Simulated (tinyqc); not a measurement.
Worked calculation: CCSD on RHF in the sto-6g basis, for H4, spin multiplicity 1. Computed by tinyqc, a small Python program that keeps every step (integrals from PySCF). Settings: charge = 0, multiplicity = 1, basis = sto-6g, method = RHF, energy threshold = 1e-10, iteration cap = 81, orthogonalisation = symmetric, start = atomic densities, DIIS depth = 6, amplitude equations = CCSD, DIIS depth for amplitudes = 4, cap on updates = 68. Command: `OMP_NUM_THREADS=1 python tinyqc.py 28722 28723 out.jsonl` (the two numbers bound the seeds that draw the settings). One thread of a shared host (Intel(R) Xeon(R) Processor @ 2.60GHz), about 0.2 s of CPU time with the checks. Later iterations appear only in the table of the cycle.

## One-electron integrals

Geometry (angstrom):
```
atom        x        y        z
H     0.00000  0.00000  0.00000
H     0.00000  0.00000  0.86700
H     0.00000  0.00000  1.95600
H     0.00000  0.00000  2.82300
```

Basis sto-6g: exponents (1/bohr^2) and contraction coefficients of normalised primitives:
```
element  l (shell)  exponent  coefficient
H            s (1)  35.52322      0.00916
H            s (1)   6.51314      0.04936
H            s (1)   1.82214      0.16854
H            s (1)   0.62596      0.37056
H            s (1)   0.24308      0.41649
H            s (1)   0.10011      0.13033
```

Overlap, kinetic and nuclear-attraction integrals over the contracted functions; the nuclear repulsion is the sum of Za Zb / Rab.

nuclear repulsion = 2.4351712 hartree

overlap S, order 1H 1s, 2H 1s, 3H 1s, 4H 1s:
$$\begin{pmatrix}
1.00000 & 0.57792 & 0.12862 & 0.02976 \\
0.57792 & 1.00000 & 0.44600 & 0.12862 \\
0.12862 & 0.44600 & 1.00000 & 0.57792 \\
0.02976 & 0.12862 & 0.57792 & 1.00000
\end{pmatrix}$$

kinetic energy T (hartree), order 1H 1s, 2H 1s, 3H 1s, 4H 1s:
$$\begin{pmatrix}
0.76852 & 0.16695 & -0.01116 & -0.00713 \\
0.16695 & 0.76852 & 0.08277 & -0.01116 \\
-0.01116 & 0.08277 & 0.76852 & 0.16695 \\
-0.00713 & -0.01116 & 0.16695 & 0.76852
\end{pmatrix}$$

nuclear attraction V (hartree), order 1H 1s, 2H 1s, 3H 1s, 4H 1s:
$$\begin{pmatrix}
-2.27594 & -1.31760 & -0.27299 & -0.05953 \\
-1.31760 & -2.56393 & -1.02713 & -0.27299 \\
-0.27299 & -1.02713 & -2.56393 & -1.31760 \\
-0.05953 & -0.27299 & -1.31760 & -2.27594
\end{pmatrix}$$

core Hamiltonian H = T + V (hartree), order 1H 1s, 2H 1s, 3H 1s, 4H 1s:
$$\begin{pmatrix}
-1.50741 & -1.15065 & -0.28415 & -0.06665 \\
-1.15065 & -1.79541 & -0.94436 & -0.28415 \\
-0.28415 & -0.94436 & -1.79541 & -1.15065 \\
-0.06665 & -0.28415 & -1.15065 & -1.50741
\end{pmatrix}$$

## Two-electron integrals

Functions are numbered as in S; the eight-fold symmetry (ij|kl) = (ji|kl) = (kl|ij) leaves the list below.

Two-electron integrals (ij|kl) in chemists' order, unique and non-zero (hartree):
```
(11|11) 0.77500   (21|11) 0.37489   (21|21) 0.22101   (22|11) 0.52339
(22|21) 0.37489   (22|22) 0.77500   (31|11) 0.06053   (31|21) 0.03945
(31|22) 0.07602   (31|31) 0.00848   (32|11) 0.16451   (32|21) 0.12206
(32|22) 0.27039   (32|31) 0.03068   (32|32) 0.12452   (33|11) 0.26944
(33|21) 0.19870   (33|22) 0.45003   (33|31) 0.06053   (33|32) 0.27039
(33|33) 0.77500   (41|11) 0.01129   (41|21) 0.00749   (41|22) 0.01477
(41|31) 0.00174   (41|32) 0.00659   (41|33) 0.01477   (41|41) 0.00038
(42|11) 0.03817   (42|21) 0.02773   (42|22) 0.06053   (42|31) 0.00740
(42|32) 0.03068   (42|33) 0.07602   (42|41) 0.00174   (42|42) 0.00848
(43|11) 0.12867   (43|21) 0.09137   (43|22) 0.19870   (43|31) 0.02773
(43|32) 0.12206   (43|33) 0.37489   (43|41) 0.00749   (43|42) 0.03945
(43|43) 0.22101   (44|11) 0.18742   (44|21) 0.12867   (44|22) 0.26944
(44|31) 0.03817   (44|32) 0.16451   (44|33) 0.52339   (44|41) 0.01129
(44|42) 0.06053   (44|43) 0.37489   (44|44) 0.77500
```

## Orthogonalisation

S = U s U^T; symmetric (Loewdin) form X = U s^(-1/2) U^T, so that X^T S X = 1.

eigenvalues of S: [0.26695, 0.50133, 1.25728, 1.97444]

X, order 1H 1s, 2H 1s, 3H 1s, 4H 1s:
$$\begin{pmatrix}
1.17766 & -0.40477 & 0.06871 & -0.01666 \\
-0.40477 & 1.29799 & -0.33498 & 0.06871 \\
0.06871 & -0.33498 & 1.29799 & -0.40477 \\
-0.01666 & 0.06871 & -0.40477 & 1.17766
\end{pmatrix}$$

## Starting guess

The start is atomic minimal-basis densities projected into this basis (PySCF's MINAO start) and scaled to the electron count of each spin; this density is not idempotent, so its energy is not variational and may lie below the converged one.

D at the start, order 1H 1s, 2H 1s, 3H 1s, 4H 1s:
$$\begin{pmatrix}
0.95057 & 0.09622 & 0.02590 & 0.00510 \\
0.09622 & 0.88678 & 0.10007 & 0.02590 \\
0.02590 & 0.10007 & 0.88678 & 0.09622 \\
0.00510 & 0.02590 & 0.09622 & 0.95057
\end{pmatrix}$$

## Iteration 1: building the Fock matrix

J_ij = sum D_kl (ij|kl), K_ij = sum D_kl (ik|jl); F = H + J - 0.5 K; E = tr D H + tr D J / 2 - 0.25 tr D K + E_nn.

Coulomb J (hartree), order 1H 1s, 2H 1s, 3H 1s, 4H 1s:
$$\begin{pmatrix}
1.75296 & 1.07540 & 0.23481 & 0.05205 \\
1.07540 & 2.01168 & 0.86745 & 0.23481 \\
0.23481 & 0.86745 & 2.01168 & 1.07540 \\
0.05205 & 0.23481 & 1.07540 & 1.75296
\end{pmatrix}$$

exchange K (hartree), order 1H 1s, 2H 1s, 3H 1s, 4H 1s:
$$\begin{pmatrix}
1.02457 & 0.81706 & 0.28364 & 0.09703 \\
0.81706 & 1.15772 & 0.66255 & 0.28364 \\
0.28364 & 0.66255 & 1.15772 & 0.81706 \\
0.09703 & 0.28364 & 0.81706 & 1.02457
\end{pmatrix}$$

Fock matrix F (hartree), order 1H 1s, 2H 1s, 3H 1s, 4H 1s:
$$\begin{pmatrix}
-0.26674 & -0.48377 & -0.19116 & -0.06312 \\
-0.48377 & -0.36259 & -0.40818 & -0.19116 \\
-0.19116 & -0.40818 & -0.36259 & -0.48377 \\
-0.06312 & -0.19116 & -0.48377 & -0.26674
\end{pmatrix}$$

total energy of this density = -1.6400916 hartree

This density is the starting one; it is not idempotent, so its energy is not variational and may lie below the converged one.

## Iteration 1: diagonalisation and new density

Diagonalise F' = X^T F X, C = X C', fill 2 alpha and 2 beta electrons from the bottom; D = 2 C_occ C_occ^T. Each column has its largest component positive (the first on a tie).

F' = X^T F X (hartree):
$$\begin{pmatrix}
0.02286 & -0.50454 & 0.05186 & -0.02787 \\
-0.50454 & 0.10660 & -0.42182 & 0.05186 \\
0.05186 & -0.42182 & 0.10660 & -0.50454 \\
-0.02787 & 0.05186 & -0.50454 & 0.02286
\end{pmatrix}$$

orbital energies (hartree): MO1 -0.63863, MO2 -0.31593, MO3 0.31841, MO4 0.89507

coefficients C, order 1H 1s, 2H 1s, 3H 1s, 4H 1s:
$$\begin{pmatrix}
0.28388 & 0.52095 & 0.80612 & -0.74425 \\
0.41594 & 0.35580 & -0.58921 & 1.14839 \\
0.41594 & -0.35580 & -0.58921 & -1.14839 \\
0.28388 & -0.52095 & 0.80612 & 0.74425
\end{pmatrix}$$

D after iteration 1, order 1H 1s, 2H 1s, 3H 1s, 4H 1s:
$$\begin{pmatrix}
0.70395 & 0.60686 & -0.13455 & -0.38160 \\
0.60686 & 0.59919 & 0.09282 & -0.13455 \\
-0.13455 & 0.09282 & 0.59919 & 0.60686 \\
-0.38160 & -0.13455 & 0.60686 & 0.70395
\end{pmatrix}$$

## Iteration 9 (converged): orbitals

converged F (hartree), order 1H 1s, 2H 1s, 3H 1s, 4H 1s:
$$\begin{pmatrix}
-0.30814 & -0.54392 & -0.16324 & -0.02096 \\
-0.54392 & -0.38611 & -0.36759 & -0.16324 \\
-0.16324 & -0.36759 & -0.38611 & -0.54392 \\
-0.02096 & -0.16324 & -0.54392 & -0.30814
\end{pmatrix}$$

As before.

F' = X^T F X (hartree):
$$\begin{pmatrix}
0.01993 & -0.57463 & 0.07644 & 0.00317 \\
-0.57463 & 0.09824 & -0.37666 & 0.07644 \\
0.07644 & -0.37666 & 0.09824 & -0.57463 \\
0.00317 & 0.07644 & -0.57463 & 0.01993
\end{pmatrix}$$

orbital energies (hartree): MO1 -0.64816, MO2 -0.44436, MO3 0.39284, MO4 0.93602

coefficients C, order 1H 1s, 2H 1s, 3H 1s, 4H 1s:
$$\begin{pmatrix}
0.29843 & 0.49566 & 0.80085 & -0.76133 \\
0.40520 & 0.39416 & -0.59664 & 1.13579 \\
0.40520 & -0.39416 & -0.59664 & -1.13579 \\
0.29843 & -0.49566 & 0.80085 & 0.76133
\end{pmatrix}$$

D after iteration 9, order 1H 1s, 2H 1s, 3H 1s, 4H 1s:
$$\begin{pmatrix}
0.66949 & 0.63259 & -0.14889 & -0.31324 \\
0.63259 & 0.63909 & 0.01764 & -0.14889 \\
-0.14889 & 0.01764 & 0.63909 & 0.63259 \\
-0.31324 & -0.14889 & 0.63259 & 0.66949
\end{pmatrix}$$

## Convergence

Stop when the energy changes by less than 1e-10 hartree and every element of the error matrix X^T (F D S - S D F) X is below 3e-06.

Course of the cycle:
```
iteration  E (hartree)     change  largest element of the error matrix
1           -1.6400916          -                             5.09e-02
2           -2.1780096  -5.38e-01                             4.81e-02
3           -2.1797240  -1.71e-03                             3.16e-02
4           -2.1808637  -1.14e-03                             6.84e-03
5           -2.1809199  -5.61e-05                             9.98e-04
6           -2.1809208  -9.56e-07                             4.62e-04
7           -2.1809210  -1.52e-07                             2.99e-04
8           -2.1809211  -1.09e-07                             3.40e-06
9           -2.1809211  -1.74e-11                             1.75e-07
```

PySCF RHF in the same basis = -2.1809211 hartree

Converged in 9 iterations.

## Populations, bond orders and dipole

Mulliken: Z minus the diagonal of D S on the atom; Loewdin: the same with S^(1/2) D S^(1/2); Mayer order: 2 sum_s sum (D(s) S)_ij (D(s) S)_ji over the two atoms.

Charges (e):
```
atom  Mulliken   Loewdin
1H    -0.00660  -0.02112
2H     0.00660   0.02112
3H     0.00660   0.02112
4H    -0.00660  -0.02112
```

Mayer bond orders:
```
pair     order
2-1    0.91260
3-1   -0.00144
3-2    0.08880
4-1    0.08880
4-2   -0.00144
4-3    0.91260
```

dipole moment about the origin, x y z (debye): [0.00000, 0.00000, 0.00000]

## Integrals over molecular orbitals

(pq|rs) = sum C_ip C_jq C_kr C_ls (ij|kl), one index at a time.

one-electron integrals over orbitals h = C^T H C (hartree):
$$\begin{pmatrix}
-1.87404 & 0.00000 & 0.15208 & 0.00000 \\
0.00000 & -1.64953 & 0.00000 & -0.13021 \\
0.15208 & 0.00000 & -1.22740 & 0.00000 \\
0.00000 & -0.13021 & 0.00000 & -0.86884
\end{pmatrix}$$

Two-electron integrals over orbitals (pq|rs), unique and non-zero (hartree):
```
(11|11) 0.49080    (21|21) 0.17801    (22|11) 0.45655    (22|22) 0.47008
(31|11) -0.06791   (31|22) 0.00210    (31|31) 0.10770    (32|21) 0.08837
(32|32) 0.11832    (33|11) 0.46228    (33|22) 0.46085    (33|31) -0.01498
(33|33) 0.48199    (41|21) 0.03485    (41|32) -0.06097   (41|41) 0.09008
(42|11) 0.07517    (42|22) 0.01471    (42|31) -0.10018   (42|33) 0.01365
(42|42) 0.10682    (43|21) -0.16975   (43|32) -0.08918   (43|41) -0.03230
(43|43) 0.18234    (44|11) 0.51634    (44|22) 0.48455    (44|31) -0.07276
(44|33) 0.50003    (44|42) 0.08405    (44|44) 0.57517
```

## CCSD: starting amplitudes

t_ij^ab = <ij||ab> / (e_i + e_j - e_a - e_b), whose energy is MP2.

Starting amplitudes (spin orbitals 1a, 1b, ...; amplitudes related by a flip of all spins are not repeated):
```
from      to         t
2a 2b  3a 3b  -0.07067
1a 1b  3a 3b  -0.05173
1a 2b  3a 4b   0.04137
2a 2b  4a 4b  -0.03869
1a 1b  4a 4b  -0.02843
1a 2b  3b 4a  -0.02518
1a 2a  3a 4a   0.01619
```

correlation energy = -0.0332560 hartree

## CCSD: amplitude update 1

t_i^a D_i^a and t_ij^ab D_ij^ab are set to the remaining terms of the spin-orbital equations, evaluated with the old amplitudes; for the doubles these are <ij||ab> + 1/2 <ab||ef> t_ij^ef + 1/2 <mn||ij> t_mn^ab + P(ij)P(ab) <mb||ej> t_im^ae + terms in t^2 + terms with t1, D the orbital-energy denominators.

Amplitudes after update 1 (spin orbitals 1a, 1b, ...; amplitudes related by a flip of all spins are not repeated):
```
from      to         t
2a 2b  3a 3b  -0.10038
1a 1b  3a 3b  -0.06444
1a 2b  3a 4b   0.05831
2a 2b  4a 4b  -0.04551
1a 2b  3b 4a  -0.03892
1a 1b  4a 4b  -0.03737
1a 2a  3a 4a   0.01938
2a        4a   0.00057
1a        3a   0.00022
```

correlation energy = -0.0449926 hartree

## CCSD: amplitude update 2

As before.

Amplitudes after update 2 (spin orbitals 1a, 1b, ...; amplitudes related by a flip of all spins are not repeated):
```
from      to         t
2a 2b  3a 3b  -0.11426
1a 1b  3a 3b  -0.06794
1a 2b  3a 4b   0.06424
2a 2b  4a 4b  -0.04692
1a 2b  3b 4a  -0.04389
1a 1b  4a 4b  -0.04139
1a 2a  3a 4a   0.02035
2a        4a   0.00088
1a        3a   0.00057
```

correlation energy = -0.0493968 hartree

## CCSD: convergence

E_corr = 1/4 sum <ij||ab> t_ij^ab + 1/2 sum <ij||ab> t_i^a t_j^b; stop when the norm of the change is below 1e-8.

Course of the amplitude iterations:
```
update  correlation energy (hartree)  norm of the change
0                         -0.0332560                   -
1                         -0.0449926            9.26e-02
2                         -0.0493968            3.71e-02
3                         -0.0522164            1.55e-02
4                         -0.0521962            2.15e-03
5                         -0.0522051            3.08e-04
6                         -0.0522058            3.38e-05
7                         -0.0522058            4.24e-06
8                         -0.0522058            6.79e-07
9                         -0.0522057            1.88e-07
10                        -0.0522057            3.63e-08
11                        -0.0522057            1.20e-08
12                        -0.0522057            3.38e-09
```

Converged amplitudes (spin orbitals 1a, 1b, ...; amplitudes related by a flip of all spins are not repeated):
```
from      to         t
2a 2b  3a 3b  -0.12619
1a 2b  3a 4b   0.06816
1a 1b  3a 3b  -0.06767
1a 2b  3b 4a  -0.04652
2a 2b  4a 4b  -0.04618
1a 1b  4a 4b  -0.04470
1a 2a  3a 4a   0.02164
1a        3a  -0.00048
2a        4a   0.00010
```

CCSD total energy = -2.2331268 hartree

T1 diagnostic, norm of the one-spin t1 over sqrt(correlated electrons) = 0.00025

Converged in 12 updates, with DIIS from the third.
